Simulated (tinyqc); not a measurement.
# A finite superlattice with mass mismatch, transfer matrices: several studies

One electron of energy E comes from the left lead (band edge 0); no transverse momentum. Parabolic bands, masses in units of m0, C = hbar^2/(2 m0); psi and psi'/m are continuous at every interface. N periods of a barrier d1 followed by a well Lw; the right lead equals the left one.

Values chosen for this exercise; masses and offsets close to those of InGaAs wells and InAlAs barriers: mass in the left lead mL = 0.04 m0; barrier height U1 = 0.51 eV; barrier mass m1 = 0.077 m0; barrier width d1 = 1.5 nm; well width (edge 0, mass mL) Lw = 6.2 nm; number of periods N = 8; electron energy E = 0.788 eV.

Constants: q = 1.602176634e-19 C, hbar = 1.054571817e-34 J s, m0 = 9.1093837015e-31 kg, hbar^2/(2 m0) = 0.0380998212 eV nm^2. Results are converted to the units shown.

Each table varies one quantity; the others keep the values above.

## Transmission against the number of periods

For the pair (psi, psi'/m) a flat layer has M = [[cos kd, (m/k) sin kd], [-(k/m) sin kd, cos kd]] with k = sqrt(m (E - U)/C) above its edge U, and M = [[cosh Kd, (m/K) sinh Kd], [(K/m) sinh Kd, cosh Kd]] with K = sqrt(m (U - E)/C) below it. The matrices are multiplied with later layers to the left. With M acting on (psi, psi'/m) and v = k/m in each lead, T(E) = 4 vL vR/[(vL vR M12 - M21)^2 + (vR M11 + vL M22)^2]. x = (M11 + M22)/2 of one period. For |x| < 1 the energy lies in a miniband and cos(th) = x; for |x| > 1 it lies in a gap and cosh(g) = |x|. M^N = U_(N-1)(x) M - U_(N-2)(x) 1, with U_n = sin((n + 1) th)/sin th in a band and sign(x)^n sinh((n + 1) g)/sinh g in a gap.

Transmission against the number of periods:

| N | T(E) | 1/T(E) - 1 |
|---|---|---|
| 1 | 0.5746 | 0.7403 |
| 2 | 0.2202 | 3.542 |
| 3 | 0.08620 | 10.60 |
| 4 | 0.03514 | 27.46 |
| 5 | 0.01464 | 67.32 |
| 6 | 0.006155 | 161.5 |
| 8 | 0.001100 | 908.4 |
| 10 | 1.972e-4 | 5071 |
| 12 | 3.538e-5 | 2.827e4 |
| 16 | 1.139e-6 | 8.778e5 |

Read the table: what changes, and by how much?

Here x = 1.094. The energy lies in a gap with g = 0.429: T(E) falls from 0.575 to 1.14e-6, over the last four periods by 0.859 in ln T(E) a period, against 2 g = 0.859.

## Transmission against energy

Same model as above.

The last column is exp(-2 sum K d) over the layers with U > E.

Results:

| E (eV) | T(E) | exp(-2 sum K d) |
|---|---|---|
| 0.041 | 1.602e-11 | 7.118e-11 |
| 0.121 | 0.08302 | 5.731e-10 |
| 0.28 | 1.670e-6 | 7.829e-8 |
| 0.36 | 0.3284 | 1.825e-6 |
| 0.44 | 0.5471 | 1.201e-4 |
| 0.519 | 0.9904 | 1.000 |
| 0.599 | 1.808e-5 | 1.000 |
| 0.679 | 6.760e-6 | 1.000 |
| 0.759 | 1.097e-4 | 1.000 |
| 0.838 | 0.3405 | 1.000 |
| 0.918 | 0.8160 | 1.000 |

Estimate the missing row, E = 0.2 eV.

Computed row:

| E (eV) | T(E) | exp(-2 sum K d) |
|---|---|---|
| 0.2 | 3.004e-8 | 5.622e-9 |

With this row back in the table: T(E) runs from 1.60e-11 at 0.041 eV to 0.816 at 0.918 eV; among the rows its largest value is 0.990 at 0.519 eV. Below the barriers it exceeds exp(-2 sum K d) by up to a factor of 1.45e8 (at 0.121 eV), which marks a resonance or miniband close to that energy.

## Lowest miniband against d1

With x(E) = (M11 + M22)/2 of one period, the lowest miniband of the infinite superlattice runs from x = 1 to x = -1, and the mass at its bottom is -2 C (dx/dE)/(d1 + Lw)^2.

Lowest miniband against d1:

| d1 (nm) | bottom (eV) | top (eV) | width (meV) | mass at the bottom (m0) |
|---|---|---|---|---|
| 0.8 | 0.04749 | 0.1610 | 113.5 | 0.04815 |
| 1.1 | 0.05844 | 0.1439 | 85.43 | 0.05328 |
| 1.4 | 0.06693 | 0.1314 | 64.44 | 0.05990 |
| 1.7 | 0.07352 | 0.1222 | 48.70 | 0.06833 |
| 2 | 0.07863 | 0.1155 | 36.86 | 0.07898 |
| 2.4 | 0.08369 | 0.1092 | 25.48 | 0.09755 |
| 2.7 | 0.08649 | 0.1058 | 19.33 | 0.1157 |
| 3 | 0.08865 | 0.1033 | 14.67 | 0.1383 |

The width falls from 114 to 14.7 meV, the bottom rises from 0.0475 to 0.0886 eV, and the mass at the bottom rises from 0.0481 to 0.138 m0 (well mass 0.04). Thicker barriers weaken the coupling between wells, which narrows the band and makes it heavier.

Range of the model: Masses are held fixed, although real bands cease to be parabolic a few tenths of an eV from their edges (inside a barrier too).

Program tinyqc, `OMP_NUM_THREADS=1 python tinyqc.py 2560004 2560005 out.jsonl`; Intel Xeon 2.30GHz, shared host, one thread, about 0.01 s.
